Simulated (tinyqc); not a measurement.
Classical nucleation, growth and JMAK kinetics of crystallisation from a melt or glass. Inputs raised by 10 %, one at a time. Computed by tinyqc, a small Python program. Command: `OMP_NUM_THREADS=1 python tinyqc.py 3003583 3003584 out.jsonl nucl sens`. One thread of a shared host (Intel(R) Xeon(R) Processor @ 2.30GHz), about 0.01 s of CPU time with the checks.

A spherical nucleus with a sharp interface of isotropic energy gamma; lambda = Omega^(1/3) is the jump distance.

Inputs (values chosen for the exercise, for a model substance):
```
quantity                        value        unit
melting point T_m                 880           K
heat of melting per volume H      551      J/cm^3
interface energy gamma         0.0509       J/m^2
atomic volume Omega              25.9  angstrom^3
temperature T                     595           K
diffusion prefactor D0        1.2e-05       m^2/s
activation energy Q              1.11          eV
```

Nucleation: homogeneous. Driving force: Thompson-Spaepen.

Constants: e = 1.602176634e-19 C; k_B = 1.380649e-23 J/K; k_B = 8.617333262e-05 eV/K.

Method:
- Driving force per volume: dG = H [(T_m - T)/T_m] [2 T/(T_m + T)].
- Shape factor f = 1.
- W(r) = f [4 pi r^2 gamma - (4/3) pi r^3 dG]; r* = 2 gamma/dG; W* = f 16 pi gamma^3/(3 dG^2); n* = f (4/3) pi r*^3/Omega.
- D = D0 exp(-Q/(k_B T)); attachment rate k+ = (A*/lambda^2) D/lambda^2 with A* = 4 pi r*^2; Zeldovich factor Z = sqrt(W*/(3 pi k_B T))/n*; sites per volume N = 1/Omega; I = N Z k+ exp(-W*/(k_B T)); lag time = 1/(4 pi Z^2 k+).
- Growth (Wilson-Frenkel): u = (D/lambda) [1 - exp(-dG Omega/(k_B T))].
- JMAK with steady nucleation and growth, nuclei spread at random: extended fraction X_e = (pi/3) I u^3 t^4, X = 1 - exp(-X_e); t_X = [-3 ln(1 - X)/(pi I u^3)]^(1/4); final grains per volume = Gamma(5/4) (3/pi)^(1/4) (I/u)^(3/4), Gamma(5/4) = 0.9064024771.
- The nose is the T between 0.3 and 0.97 T_m where I u^3 is largest; the time is for X = 1e-6, and the critical cooling rate is estimated as (T_m - T_nose)/t_nose.

Runs; columns: (1) input moved; (2) from; (3) to; (4) critical radius r* (nm); (5) barrier W* (eV); (6) nucleation rate I (1/(m^3 s)); (7) critical cooling rate (K/s):
```
(1)                                        (2)       (3)      (4)      (5)         (6)         (7)
base run                                     -         -  0.70710  0.66536  7.1486e+27  1.7575e+07
melting point T_m (K)                      880       968  0.62976  0.52777  1.0462e+29  1.5795e+08
heat of melting per volume H (J/cm^3)      551     606.1  0.64282  0.54988  6.7971e+28  3.8965e+07
interface energy gamma (J/m^2)          0.0509   0.05599  0.77781  0.88559  1.0221e+26  4.7820e+06
atomic volume Omega (angstrom^3)          25.9     28.49  0.70710  0.66536  6.2955e+27  1.7637e+07
temperature T (K)                          595     654.5  0.84520  0.95064  1.0089e+27  1.7575e+07
diffusion prefactor D0 (m^2/s)         1.2e-05  1.32e-05  0.70710  0.66536  7.8635e+27  1.9332e+07
activation energy Q (eV)                  1.11     1.221  0.70710  0.66536  8.2041e+26  2.4608e+06
```

Exponents ln(y'/y) / ln(x'/x):
```
input                         critical radius r*  barrier W*  nucleation rate I  critical cooling rate
melting point T_m                         -1.215      -2.431             28.154                 23.039
heat of melting per volume H              -1.000      -2.000             23.630                  8.354
interface energy gamma                     1.000       3.000            -44.566                -13.656
atomic volume Omega                        0.000       0.000             -1.333                  0.037
temperature T                              1.872       3.744            -20.544                  0.000
diffusion prefactor D0                     0.000       0.000              1.000                  1.000
activation energy Q                        0.000       0.000            -22.714                -20.627
```

Among the inputs moved here: critical radius r* answers most in size to temperature T (exponent +1.872), next to melting point T_m (-1.215); its exponent is below 0.0005 for atomic volume Omega, diffusion prefactor D0, activation energy Q. Its exponent -1.000 in heat of melting per volume H: r* goes as 1/dG. Its exponent +1.000 in interface energy gamma: r* = 2 gamma/dG. barrier W* answers most in size to temperature T (exponent +3.744), next to interface energy gamma (+3.000); its exponent is below 0.0005 for atomic volume Omega, diffusion prefactor D0, activation energy Q. Its exponent -2.000 in heat of melting per volume H: W* goes as 1/dG^2. Its exponent +3.000 in interface energy gamma: W* goes as gamma^3. Nucleation rate I answers most in size to interface energy gamma (exponent -44.566), next to melting point T_m (+28.154). Critical cooling rate answers most in size to melting point T_m (exponent +23.039), next to activation energy Q (-20.627); its exponent is below 0.0005 for temperature T.

Caution (all rows): at the nose the lag time is not small against the nose time, so steady nucleation overstates the critical cooling rate.
